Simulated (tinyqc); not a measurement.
What moves the results: six-band hole subbands of a thin body in a field. A value that a table varies takes the place of the one given here.

Basis X, Y, Z times spin, hole energies counted downwards from the unstrained edge (the hydrostatic shift is left out), c = hbar^2/2m0. For a symmetric tensor T let C(T) have C_XX = L Txx + M (Tyy + Tzz), C_XY = N Txy (cyclic), L = c (g1 + 4 g2), M = c (g1 - 2 g2), N = 6 c g3. k = q + kz n, n the unit normal, q = k1 u + k2 v with u along the channel [1-10] and v = n x u. H = C(k k^T) + (Dso/3)(1 - L.sigma) - B + e F z with (L_k)_ij = -i epsilon_kij; B is the block C built from the traceless strain with 2b, -b and sqrt(3) d in place of L, M, N. Strain: exx = eyy = (s11 + s12) sx/2, ezz = s12 sx, exy = -s44 sx/4. Hard walls at z = 0 and t; basis sin(j pi z/t), j = 1 to Nz: kz^2 = (j pi/t)^2, kz = -i D with D_jl = 4 j l/(t (j^2 - l^2)), z_jj = t/2 and z_jl = -8 t j l/(pi (j^2 - l^2))^2 for j + l odd; 1 MV/cm = 0.01 eV/angstrom.

Nz = 14. E1 is the top subband at q = 0, gap the distance to the next pair, and the masses are c q^2/(E(q) - E1) at |q| = 0.02 1/angstrom (mean of the spin pair) along the channel [1-10] and across it in the plane; a dash marks a band that does not rise.

Constants: hbar^2/2m0 = 3.80998211 eV angstrom^2.

Parameters, chosen for this exercise (near those of a p-type Ge channel; shifted at random, so the results belong to these values and not to a real crystal):

| symbol | value | unit | meaning |
|---|---|---|---|
| g1 | 13.41 |  | Luttinger gamma1 |
| g2 | 4.25 |  | gamma2 |
| g3 | 5.7 |  | gamma3 |
| Dso | 0.295 | eV | spin-orbit splitting |
| b | -2.51 | eV | tetragonal potential |
| d | -5.4 | eV | trigonal potential |
| S | (9.83, -2.7, 15.25) | 1/TPa | compliances s11, s12, s44 |
| face | 110 |  | surface |
| t | 90 | angstrom | body thickness |
| F | 0.2 | MV/cm | field across the body |
| sx | -1.5 | GPa | stress along the channel [1-10], negative in compression |

## Stress along the channel

Each row has its own sx.

Results:

| sx (GPa) | E1 (meV) | gap (meV) | m channel | m across |
|---|---|---|---|---|
| -3.0 | -41.0 | 39.8 | 0.037 | 0.183 |
| -2.0 | 3.7 | 41.2 | 0.040 | 0.173 |
| -1.0 | 44.3 | 43.8 | 0.044 | 0.155 |
| -0.5 | 61.8 | 45.9 | 0.049 | 0.141 |
| 0.0 | 75.7 | 48.7 | 0.057 | 0.122 |
| 0.5 | 84.3 | 52.6 | 0.071 | 0.100 |
| 1.0 | 85.8 | 58.3 | 0.098 | 0.080 |

What can be read from the table?

Under 2 GPa of compression the channel mass goes from 0.057 to 0.040 m0, the mass across from 0.122 to 0.173; the gap to the next subband is 41, 49 and 58 meV at -2, 0 and +1 GPa. The lightest channel mass of the table, 0.037 m0, is at -3.0 GPa.

## Surface orientation and number of bands

Three faces, six bands; and four bands, with Dso set to 1000 eV.

Results:

| case | E1 (meV) | gap (meV) | m channel | m across |
|---|---|---|---|---|
| (001) 6 bands | 57.1 | 87.3 | 0.050 | 0.245 |
| (001) 4 bands | 69.0 | 88.1 | 0.062 | 0.122 |
| (110) 6 bands | 24.7 | 42.3 | 0.042 | 0.166 |
| (110) 4 bands | 55.4 | 63.3 | 0.050 | 0.113 |
| (111) 6 bands | 35.0 | 55.9 | 0.047 | 0.168 |
| (111) 4 bands | 49.9 | 56.2 | 0.058 | 0.084 |

What can be read from the table?

With six bands the top subband is shallowest on (110) (24.7 meV) and deepest on (001). Without the stress E1 would be 98.9, 75.7 and 73.2 meV, so the stress moves it by -41.8, -51.0 and -38.1 meV. The lightest channel mass is on (110) (0.042 m0). Dropping the split-off band moves E1 by 11.9, 30.7 and 14.8 meV and the gap by 0.7, 21.0 and 0.3 meV on the three faces, with Dso = 295 meV.

## What each parameter does

Six bands. Each row changes one parameter from the base and keeps the others.

Results:

| case | E1 (meV) | gap (meV) | m channel (m0) | m across (m0) |
|---|---|---|---|---|
| base | 24.7 | 42.3 | 0.042 | 0.166 |
| t = 100 angstrom | 24.7 | 42.1 | 0.042 | 0.166 |
| F = 0.5 MV/cm | 74.0 | 70.7 | 0.042 | 0.174 |
| sx = -2 GPa | 3.7 | 41.2 | 0.040 | 0.173 |
| g3 = 5.3 | 38.6 | 58.4 | 0.042 | 0.154 |
| g2 = 4.89 | 31.1 | 50.9 | 0.045 | 0.180 |
| Dso = 0.443 eV | 33.7 | 47.1 | 0.043 | 0.150 |
| d = -4.32 eV | 33.8 | 42.7 | 0.043 | 0.165 |

What can be read from the table?

The largest shifts from the base row, up to three for each result and ties (the steps differ in size, so this ranks the rows, not the parameters). E1 (meV): F +49.3, sx -21.0, g3 +13.8; unchanged at the printed digits by t. gap (meV): F +28.5, g3 +16.1, g2 +8.6. m channel (m0): g2 +0.003, sx -0.002, Dso +0.002; unchanged at the printed digits by t, F and g3. m across (m0): Dso -0.016, g2 +0.014, g3 -0.012; unchanged at the printed digits by t.

(tinyqc, `OMP_NUM_THREADS=1 python tinyqc.py 1282214 1282215 out.jsonl`, Intel(R) Xeon(R) Processor @ 2.30GHz, 1 thread, shared host, about 0.4 s.)
